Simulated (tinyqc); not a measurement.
## Thin-body transistor below threshold, two-dimensional Poisson equation on a small mesh: effect of the acceptor density of the depleted body

A thin body on a thick buried insulator of low permittivity, taken as carrying no normal field at the bottom of the body (row 0). Mobile charge is neglected (subthreshold), the body is fully depleted, and potentials are counted from the intrinsic level; rows run upward to the gate, columns from source to drain.

Mesh: rows i = 0..12 in the semiconductor (step hs = tb/12, row 12 on the interface), then 8 step(s) ho = tox/8 up to the gate row 20; columns j = 0..80 (step hy = L/80). Box integration, divided by eps0: up_i = eps hy/h of the interval above row i, dn_i = that of the interval below (0 for row 0), lat_i = (sum of eps h/2 over the intervals above and below)/hy, s_i = -q Na w_i hy/eps0 with w_i the semiconductor height of the box (hs/2 for row 0 and the interface row, hs between, 0 in the insulator). Each free node obeys (up + dn + 2 lat) psi = up psi(above) + dn psi(below) + lat [psi(left) + psi(right)] + s. Fixed values: gate row Vg - Vfb; column 0 at Vbi and the last column at Vbi + Vd in the semiconductor, each running linearly to Vg - Vfb across the insulator. The system is solved directly. On row 0 the minimum of psi and its place come from a parabola through the three lowest nodes; barrier = Vbi - minimum, swing = Vt ln 10/(d psi/dVg), DIBL = (d psi/dVd)/(d psi/dVg) there. Lambda = pi/k with k the smallest positive root of tan(k tox) tan(k tb) = eox/eps_r.

Parameters, values chosen for the exercise; semiconductor permittivity made up:
- T = 325 K (temperature)
- eps_r = 13.1 (relative permittivity of the semiconductor)
- eox = 25 (relative permittivity of the insulator)
- tb = 3 nm (body thickness)
- tox = 7.1 nm (insulator thickness)
- L = 28 nm (channel length)
- Vbi = 0.57 V (potential of the source)
- Vfb = 0.13 V (gate offset)
- Vg = 0.1 V (gate voltage)
- Vd = 0.5 V (drain voltage)

Constants: q = 1.602176634e-19 C, kB = 1.380649e-23 J/K, Vt = kB T/q, eps0 = 8.8541878128e-14 F/cm where lengths are in cm. Results are converted to the units shown.

Effect of the acceptor density of the depleted body:

| Na (cm^-3) | L/Lambda | barrier (V) | place y/L | swing (mV/decade) | DIBL (mV/V) |
|---|---|---|---|---|---|
| 0 | 1.593 | 0.4626 | 0.4387 | 78.39 | 75.29 |
| 5e17 | 1.593 | 0.4719 | 0.4393 | 78.37 | 75.53 |
| 1e18 | 1.593 | 0.4812 | 0.4400 | 78.36 | 75.76 |
| 2e18 | 1.593 | 0.4998 | 0.4412 | 78.33 | 76.22 |
| 3e18 | 1.593 | 0.5184 | 0.4424 | 78.30 | 76.66 |
| 5e18 | 1.593 | 0.5556 | 0.4447 | 78.25 | 77.50 |

As Na goes from 0 to 5e18 cm^-3, the barrier rises from 0.463 to 0.556 V, the swing stays near 78.3 mV a decade and DIBL rises from 75.3 to 77.5 mV/V; the ideal swing is 64.5. The barrier top moves from y/L = 0.439 to 0.445. In every row the body is under 5 nm thick, where quantum confinement matters.

tinyqc, about 0.1 s, one thread, Intel Xeon 2.30GHz (shared host): `OMP_NUM_THREADS=1 python tinyqc.py 2480171 2480172 out.jsonl`
